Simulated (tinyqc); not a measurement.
Pariser-Parr-Pople SCF with singles CI, for the molecule C=CC=C(F)C=C (SMILES; centres numbered as the heavy atoms are written), step by step. Computed by tinyqc, a small Python program that keeps every step. Settings: charge = 0, gamma = MN, start = huckel, damping = 0, iteration cap = 88, excitations kept = 6. Command: `OMP_NUM_THREADS=1 python tinyqc.py 21146 21147 out.jsonl` (the two numbers bound the seeds that draw the settings). One thread of a shared host (Intel(R) Xeon(R) Processor @ 2.60GHz), about 0.01 s of CPU time with the checks. Later iterations appear only in the table of the cycle.

## PPP integrals

Centres (angstrom, eV; a flat drawing with bonds scaled to 1.40 angstrom):
```
centre          x          y  core charge z          W   gamma_rr
1C      -3.161000  -0.301000              1  11.160000  11.130000
2C      -1.887000   0.280000              1  11.160000  11.130000
3C      -0.747000  -0.532000              1  11.160000  11.130000
4C       0.527000   0.050000              1  11.160000  11.130000
5F       0.660000   1.444000              2  39.000000  21.400000
6C       1.667000  -0.762000              1  11.160000  11.130000
7C       2.941000  -0.180000              1  11.160000  11.130000
```

Resonance integrals (eV):
```
i  j       beta
1  2  -2.390000
2  3  -2.390000
3  4  -2.390000
4  5  -2.100000
4  6  -2.390000
6  7  -2.390000
```

Mataga-Nishimoto: gamma = 14.399645/(R + a), a = 2 x 14.399645/(gamma_rr + gamma_ss); H_rr = -W_r - sum_(s != r) z_s gamma_rs; H_rs = beta for bonds.

repulsion gamma_rs (eV), order 1C, 2C, 3C, 4C, 5F, 6C, 7C:
$$\begin{pmatrix}
11.130000 & 5.345087 & 3.872126 & 2.880831 & 2.831278 & 2.343796 & 1.946696 \\
5.345087 & 11.130000 & 5.346287 & 3.872225 & 3.906905 & 2.881443 & 2.343832 \\
3.872126 & 5.346287 & 11.130000 & 5.344264 & 4.348957 & 3.872225 & 2.880777 \\
2.880831 & 3.872225 & 5.344264 & 11.130000 & 6.300035 & 5.346287 & 3.872225 \\
2.831278 & 3.906905 & 4.348957 & 6.300035 & 21.400000 & 4.349970 & 3.907240 \\
2.343796 & 2.881443 & 3.872225 & 5.346287 & 4.349970 & 11.130000 & 5.344264 \\
1.946696 & 2.343832 & 2.880777 & 3.872225 & 3.907240 & 5.344264 & 11.130000
\end{pmatrix}$$

core matrix H (eV), order 1C, 2C, 3C, 4C, 5F, 6C, 7C:
$$\begin{pmatrix}
-33.211091 & -2.390000 & 0.000000 & 0.000000 & 0.000000 & 0.000000 & 0.000000 \\
-2.390000 & -38.762686 & -2.390000 & 0.000000 & 0.000000 & 0.000000 & 0.000000 \\
0.000000 & -2.390000 & -41.173593 & -2.390000 & 0.000000 & 0.000000 & 0.000000 \\
0.000000 & 0.000000 & -2.390000 & -45.075903 & -2.100000 & -2.390000 & 0.000000 \\
0.000000 & 0.000000 & 0.000000 & -2.100000 & -64.644386 & 0.000000 & 0.000000 \\
0.000000 & 0.000000 & 0.000000 & -2.390000 & 0.000000 & -39.647956 & -2.390000 \\
0.000000 & 0.000000 & 0.000000 & 0.000000 & 0.000000 & -2.390000 & -35.362273
\end{pmatrix}$$

## Starting guess

pi electrons, sum of z_r less the charge = 8

Orbitals of the Hueckel matrix of the beta values.

P at the start, order 1C, 2C, 3C, 4C, 5F, 6C, 7C:
$$\begin{pmatrix}
1.303466 & 0.792013 & -0.303466 & -0.214845 & 0.345373 & 0.000000 & 0.151954 \\
0.792013 & 1.000000 & 0.577168 & 0.000000 & -0.188776 & -0.062891 & 0.000000 \\
-0.303466 & 0.577168 & 1.303466 & 0.563252 & -0.345373 & 0.000000 & -0.214845 \\
-0.214845 & 0.000000 & 0.563252 & 1.000000 & 0.683684 & 0.411298 & 0.000000 \\
0.345373 & -0.188776 & -0.345373 & 0.683684 & 1.393068 & 0.000000 & -0.322292 \\
0.000000 & -0.062891 & 0.000000 & 0.411298 & 0.000000 & 1.000000 & 0.909329 \\
0.151954 & 0.000000 & -0.214845 & 0.000000 & -0.322292 & 0.909329 & 1.000000
\end{pmatrix}$$

## Iteration 1: Fock matrix

F_rr = H_rr + P_rr gamma_rr / 2 + sum_(s != r) P_ss gamma_rs; F_rs = H_rs - P_rs gamma_rs / 2; E = tr P (H + F) / 2 + core repulsion sum_(r<s) z_r z_s gamma_rs.

F (eV), order 1C, 2C, 3C, 4C, 5F, 6C, 7C:
$$\begin{pmatrix}
-4.449546 & -4.506691 & 0.587529 & 0.309467 & -0.488924 & 0.000000 & -0.147904 \\
-4.506691 & -4.721757 & -3.932853 & 0.000000 & 0.368766 & 0.090609 & 0.000000 \\
0.587529 & -3.932853 & -5.370674 & -3.895083 & 0.751007 & 0.000000 & 0.309461 \\
0.309467 & 0.000000 & -3.895083 & -6.922657 & -4.253616 & -3.489458 & 0.000000 \\
-0.488924 & 0.368766 & 0.751007 & -4.253616 & -21.915217 & 0.000000 & 0.629637 \\
0.000000 & 0.090609 & 0.000000 & -3.489458 & 0.000000 & -6.348785 & -4.819847 \\
-0.147904 & 0.000000 & 0.309461 & 0.000000 & 0.629637 & -4.819847 & -6.501456
\end{pmatrix}$$

pi energy = -125.071533 eV

## Iteration 1: orbitals and new P

Diagonalise F (the basis is taken as orthonormal) and form P = 2 sum c c over the lowest orbitals.

orbital energies (eV): [-23.110557, -12.781664, -10.842798, -8.108255, -3.100381, -0.274205, 1.987767]

P after iteration 1, order 1C, 2C, 3C, 4C, 5F, 6C, 7C:
$$\begin{pmatrix}
0.944423 & 0.874530 & -0.001082 & -0.389135 & 0.144671 & -0.024480 & 0.243211 \\
0.874530 & 1.048851 & 0.476769 & -0.009557 & -0.028604 & -0.064242 & 0.021565 \\
-0.001082 & 0.476769 & 0.973548 & 0.787132 & -0.204621 & 0.014014 & -0.332185 \\
-0.389135 & -0.009557 & 0.787132 & 1.068902 & 0.230794 & 0.411763 & -0.036656 \\
0.144671 & -0.028604 & -0.204621 & 0.230794 & 1.937063 & -0.041735 & -0.057330 \\
-0.024480 & -0.064242 & 0.014014 & 0.411763 & -0.041735 & 0.983862 & 0.907484 \\
0.243211 & 0.021565 & -0.332185 & -0.036656 & -0.057330 & 0.907484 & 1.043351
\end{pmatrix}$$

## Iteration 2: Fock matrix

As before.

F (eV), order 1C, 2C, 3C, 4C, 5F, 6C, 7C:
$$\begin{pmatrix}
-5.678729 & -4.727220 & 0.002094 & 0.560517 & -0.204803 & 0.028688 & -0.236729 \\
-4.727220 & -5.685607 & -3.664473 & 0.018503 & 0.055878 & 0.092555 & -0.025272 \\
0.002094 & -3.664473 & -5.539321 & -4.493321 & 0.444945 & -0.027133 & 0.478475 \\
0.560517 & 0.018503 & -4.493321 & -5.638791 & -2.827006 & -3.490700 & 0.070970 \\
-0.204803 & 0.055878 & 0.444945 & -2.827006 & -17.821693 & 0.090774 & 0.112000 \\
0.028688 & 0.092555 & -0.027133 & -3.490700 & 0.090774 & -5.450461 & -4.814916 \\
-0.236729 & -0.025272 & 0.478475 & 0.070970 & 0.112000 & -4.814916 & -5.488998
\end{pmatrix}$$

pi energy = -131.306752 eV

## Iteration 2: orbitals and new P

As before.

orbital energies (eV): [-18.517398, -12.516057, -11.099949, -8.574653, -2.374053, 0.048022, 1.730488]

P after iteration 2, order 1C, 2C, 3C, 4C, 5F, 6C, 7C:
$$\begin{pmatrix}
1.016582 & 0.897494 & -0.026293 & -0.367379 & 0.090414 & -0.010282 & 0.224254 \\
0.897494 & 1.000891 & 0.436781 & 0.007934 & -0.017844 & -0.057815 & -0.001176 \\
-0.026293 & 0.436781 & 1.032940 & 0.816266 & -0.156398 & 0.014659 & -0.341293 \\
-0.367379 & 0.007934 & 0.816266 & 0.980862 & 0.191349 & 0.402117 & 0.001052 \\
0.090414 & -0.017844 & -0.156398 & 0.191349 & 1.962880 & -0.048573 & -0.030576 \\
-0.010282 & -0.057815 & 0.014659 & 0.402117 & -0.048573 & 1.001854 & 0.912291 \\
0.224254 & -0.001176 & -0.341293 & 0.001052 & -0.030576 & 0.912291 & 1.003991
\end{pmatrix}$$

## Iteration 3: Fock matrix

As before.

F (eV), order 1C, 2C, 3C, 4C, 5F, 6C, 7C:
$$\begin{pmatrix}
-5.518528 & -4.788593 & 0.050904 & 0.529178 & -0.127994 & 0.012050 & -0.218277 \\
-4.788593 & -5.529738 & -3.557579 & -0.015361 & 0.034857 & 0.083295 & 0.001378 \\
0.050904 & -3.557579 & -5.587753 & -4.571169 & 0.340083 & -0.028382 & 0.491595 \\
0.529178 & -0.015361 & -4.571169 & -5.682733 & -2.702753 & -3.464917 & -0.002037 \\
-0.127994 & 0.034857 & 0.340083 & -2.702753 & -17.900411 & 0.105646 & 0.059733 \\
0.012050 & 0.083295 & -0.028382 & -3.464917 & 0.105646 & -5.658157 & -4.827763 \\
-0.218277 & 0.001378 & 0.491595 & -0.002037 & 0.059733 & -4.827763 & -5.652763
\end{pmatrix}$$

pi energy = -131.483418 eV

## Iteration 3: orbitals and new P

As before.

orbital energies (eV): [-18.549078, -12.547683, -11.146807, -8.634347, -2.346703, 0.028709, 1.665824]

P after iteration 3, order 1C, 2C, 3C, 4C, 5F, 6C, 7C:
$$\begin{pmatrix}
1.013254 & 0.906498 & -0.023944 & -0.354603 & 0.077476 & -0.008312 & 0.213771 \\
0.906498 & 1.001467 & 0.418300 & 0.006908 & -0.013851 & -0.055175 & -0.001242 \\
-0.023944 & 0.418300 & 1.032657 & 0.827126 & -0.145385 & 0.013099 & -0.343424 \\
-0.354603 & 0.006908 & 0.827126 & 0.979494 & 0.177027 & 0.397877 & 0.002636 \\
0.077476 & -0.013851 & -0.145385 & 0.177027 & 1.968679 & -0.050202 & -0.021728 \\
-0.008312 & -0.055175 & 0.013099 & 0.397877 & -0.050202 & 1.003106 & 0.914264 \\
0.213771 & -0.001242 & -0.343424 & 0.002636 & -0.021728 & 0.914264 & 1.001343
\end{pmatrix}$$

## Convergence

Stop when output and input P, before any damping, agree to 1e-7.

Course of the cycle:
```
iteration         E (eV)  largest |P(out) - P(in)|
1          -125.07153263                  5.44e-01
2          -131.30675223                  8.80e-02
3          -131.48341758                  1.85e-02
4          -131.49552994                  8.09e-03
5          -131.49713728                  3.53e-03
6          -131.49739716                  1.54e-03
7          -131.49744391                  6.69e-04
8          -131.49745279                  2.92e-04
9          -131.49745452                  1.28e-04
10         -131.49745486                  5.62e-05
11         -131.49745493                  2.48e-05
12         -131.49745494                  1.09e-05
13         -131.49745494                  4.85e-06
14         -131.49745494                  2.15e-06
15         -131.49745494                  9.57e-07
16         -131.49745494                  4.27e-07
17         -131.49745494                  1.91e-07
18         -131.49745494                  8.53e-08
```

Converged in 18 iterations.

## Converged orbitals

Charges are z - P_rr.

orbital energies (eV): [-18.473344, -12.539493, -11.144766, -8.666400, -2.317040, 0.022733, 1.665598]

coefficients, order 1C, 2C, 3C, 4C, 5F, 6C, 7C:
$$\begin{pmatrix}
0.005122 & 0.267049 & -0.425869 & 0.503656 & -0.474988 & -0.452922 & -0.250746 \\
0.017970 & 0.433060 & -0.496455 & 0.256939 & 0.252060 & 0.514559 & 0.413939 \\
0.067205 & 0.508868 & -0.199402 & -0.461576 & 0.423920 & -0.181283 & -0.520722 \\
0.240144 & 0.456444 & 0.172121 & -0.440504 & -0.432132 & -0.217623 & 0.525569 \\
0.965970 & -0.190414 & -0.061199 & 0.110740 & 0.084586 & 0.034533 & -0.079297 \\
0.063362 & 0.411454 & 0.528625 & 0.220873 & -0.284385 & 0.509896 & -0.396980 \\
0.018760 & 0.261350 & 0.468607 & 0.460618 & 0.506336 & -0.434373 & 0.233508
\end{pmatrix}$$

pi charges: 1C -0.012749, 2C -0.000699, 3C -0.032553, 4C 0.020641, 5F 0.029271, 6C -0.003076, 7C -0.000835

## Singles CI, singlets

Over the 6 single excitations with the smallest orbital gaps: A = (e_a - e_i) delta + 2 (ia|jb) - (ij|ab), with (pq|rs) = sum c_mp c_mq gamma_mn c_nr c_ns. f = 2/3 w |mu|^2 in atomic units, mu = sqrt2 sum c_ia sum_m c_mi c_ma R_m.

singlet CI matrix (eV), order 4>5, 4>6, 3>5, 2>5, 4>7, 3>6:
$$\begin{pmatrix}
4.215026 & 0.018972 & 0.018750 & 0.078409 & -0.015894 & -0.003517 \\
0.018972 & 5.879347 & -0.547958 & 0.005316 & 0.007380 & -0.020256 \\
0.018750 & -0.547958 & 6.058137 & -0.014869 & -0.022394 & -0.032884 \\
0.078409 & 0.005316 & -0.014869 & 7.009004 & 0.676121 & 0.040313 \\
-0.015894 & 0.007380 & -0.022394 & 0.676121 & 7.116164 & 0.041190 \\
-0.003517 & -0.020256 & -0.032884 & 0.040313 & 0.041190 & 8.418646
\end{pmatrix}$$

singlet excitation energies (eV): [4.211789, 5.413635, 6.386382, 6.523450, 7.736989, 8.424079]

oscillator strengths: [1.610975, 0.013558, 0.009191, 0.000314, 0.037326, 0.301462]

## Singles CI, triplets

Over the 6 single excitations with the smallest orbital gaps: A = (e_a - e_i) delta - (ij|ab), with (pq|rs) = sum c_mp c_mq gamma_mn c_nr c_ns.

triplet CI matrix (eV), order 4>5, 4>6, 3>5, 2>5, 4>7, 3>6:
$$\begin{pmatrix}
1.288203 & -0.137179 & -0.110736 & 0.234301 & 0.356738 & 1.416728 \\
-0.137179 & 3.933821 & 1.416728 & -0.027131 & -0.108120 & 0.054396 \\
-0.110736 & 1.416728 & 4.027752 & -0.088090 & 0.017180 & 0.166658 \\
0.234301 & -0.027131 & -0.088090 & 5.241404 & -1.140721 & 1.254693 \\
0.356738 & -0.108120 & 0.017180 & -1.140721 & 5.215746 & 1.100511 \\
1.416728 & 0.054396 & 0.166658 & 1.254693 & 1.100511 & 5.972402
\end{pmatrix}$$

triplet excitation energies (eV): [0.879866, 2.559251, 3.159659, 5.415452, 6.367914, 7.297185]
